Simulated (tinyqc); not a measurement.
Plane-wave Kohn-Sham cycle with exchange-only LDA in a layered model solid, step by step. One step of it, computed by the program tinyqc.

Question. Iteration 2: Hamiltonian at one k. H(m,m') = (k + G_m)^2/2 delta + V(G_m - G_m'), with V(-G) = V(G).

A solid whose potential varies along x alone (atomic units):

| parameter | value |
|---|---|
| period a | 5.700000 |
| cross-section of the cell | 24.000000 |
| electrons per cell | 2 |
| grid points | 16 |
| plane waves -n..n, n | 3 |
| k points | 1 |
| V1 in V1 cos(2 pi x/a) | -0.410000 |
| V2 in V2 cos(4 pi x/a) | 0.180000 |

V(G_m), m = 0, 1, 2, ... (hartree): -0.227842  -0.178150  0.095162  0.000048  -0.000005  0.000000  0.000001

k = 0.000000 2 pi / a

Give: H.

Answer.

H (hartree):
```
         -3       -2       -1       +0       +1       +2       +3
-3   5.2401  -0.1781   0.0952   0.0000   0.0000   0.0000   0.0000
-2  -0.1781   2.2023  -0.1781   0.0952   0.0000   0.0000   0.0000
-1   0.0952  -0.1781   0.3797  -0.1781   0.0952   0.0000   0.0000
+0   0.0000   0.0952  -0.1781  -0.2278  -0.1781   0.0952   0.0000
+1   0.0000   0.0000   0.0952  -0.1781   0.3797  -0.1781   0.0952
+2   0.0000   0.0000   0.0000   0.0952  -0.1781   2.2023  -0.1781
+3   0.0000   0.0000   0.0000   0.0000   0.0952  -0.1781   5.2401
```
